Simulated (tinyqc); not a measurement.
Slow cooling against a quench: self-consistent Fermi level with native defects, at growth and after a quench. Computed by tinyqc, a small Python program. Command: `OMP_NUM_THREADS=1 python tinyqc.py 3021228 3021229 out.jsonl scfermi walk`. One thread of a shared host (Intel(R) Xeon(R) Processor @ 2.30GHz), about 0.06 s of CPU time with the checks.

Energies are counted from the top of the valence band (VBM); when the gap shrinks with temperature the conduction band moves and the levels stay. The added dopant is taken as fully ionised. D and A draw on one reservoir with opposite signs, as the two vacancies of a compound do.

Inputs (values chosen for the exercise, with bands modelled on CdTe):

| quantity | value | unit |
|---|---|---|
| gap E_g at 300 K | 1.53 | eV |
| slope -dE_g/dT above 300 K | 0.00028 | eV/K |
| electron mass m_e | 0.0931 | m_0 |
| valleys M_c | 1 | - |
| hole mass m_h | 0.645 | m_0 |
| E_f of the neutral native donor D | 1.688 | eV |
| E_f of the neutral native acceptor A | 2.073 | eV |
| shift s of the chemical potential | -0.12 | eV |
| site density N_s | 3.4e+22 | cm^-3 |
| dopant density N_X | 9.7e+17 | cm^-3 |
| growth temperature T_g | 1120 | K |
| temperature of use T | 400 | K |

Added shallow dopant: acceptor.

levels of D above the VBM, most positive state first (eV): 0.737  0.86

levels of A above the VBM, (0/-1) first (eV): 0.216

Constants: m_0 = 9.1093837015e-31 kg; k_B = 1.380649e-23 J/K; h = 6.62607015e-34 J s; k_B = 8.617333262e-05 eV/K.

Method:
- E_f(D, 0) = input + s and E_f(A, 0) = input - s; E_f(q, E_F = 0) follows from the levels, eps(q/q-1) = E_f(q - 1) - E_f(q) at E_F = 0.
- E_g(T) = E_g - slope x max(0, T - 300 K).
- N_c = 2 M_c (2 pi m_e k_B T/h^2)^(3/2) and N_v = 2 (2 pi m_h k_B T/h^2)^(3/2), masses in units of m_0.
- At growth T = T_g.
- n = N_c F_1/2((E_F - E_g)/k_B T), p = N_v F_1/2(-E_F/k_B T).
- F_1/2(eta) = (2/sqrt(pi)) int_0^infinity sqrt(x)/(1 + exp(x - eta)) dx, by the trapezoid rule in t = sqrt(x) with step 0.02 up to t = 12 (for eta < -12 by exp(eta) - exp(2 eta)/2^(3/2)).
- In equilibrium c_q = N_s exp(-(E_f(q, 0) + q E_F)/k_B T).
- Net charge = p - n + sum q c_q - N_X; the log ratio is ln(positive charge/negative charge).
- E_F is the root of the log ratio, by 50 bisections between -0.5 eV and E_g + 0.5 eV.
- After a quench the totals of D and A stay as grown, and each is shared among its charge states with weights exp(-(E_f(q, 0) + q E_F)/k_B T).
- Each E_F by bisection; full equilibrium lets the defects form and vanish at every T.

E_f(q, E_F = 0) (eV): D(+2) -0.029, D(+1) 0.708, D(0) 1.568, A(0) 2.193, A(-1) 2.409

total D = 3.93431e+17 cm^-3

total A = 1.87656e+14 cm^-3

Two histories (densities in cm^-3):

| T (K) | E_F, equilibrium (eV) | n | p | all defects | E_F, frozen (eV) | n, frozen | p, frozen |
|---|---|---|---|---|---|---|---|
| 980 | 0.49728 | 1.9607e+14 | 2.1248e+17 | 3.8993e+17 | 0.49970 | 2.0178e+14 | 2.0647e+17 |
| 830 | 0.42050 | 4.7875e+12 | 1.6716e+17 | 4.0382e+17 | 0.41228 | 4.2679e+12 | 1.8749e+17 |
| 690 | 0.35034 | 3.7752e+10 | 1.2507e+17 | 4.2278e+17 | 0.32746 | 2.5692e+10 | 1.8370e+17 |
| 540 | 0.27618 | 1.4498e+07 | 8.2947e+16 | 4.4354e+17 | 0.23924 | 6.5547e+06 | 1.8326e+17 |
| 400 | 0.20768 | 5.4038e+01 | 4.8338e+16 | 4.6083e+17 | 0.16168 | 1.4226e+01 | 1.8317e+17 |

What follows from these numbers?

At 400 K equilibrium would leave 4.61e17 defects per cm^3 against 3.94e17 frozen in, and E_F differs by -0.046 eV. The majority density of the quenched sample is 3.8 times the equilibrium one. Real samples lie between, set by the temperature at which diffusion stops.
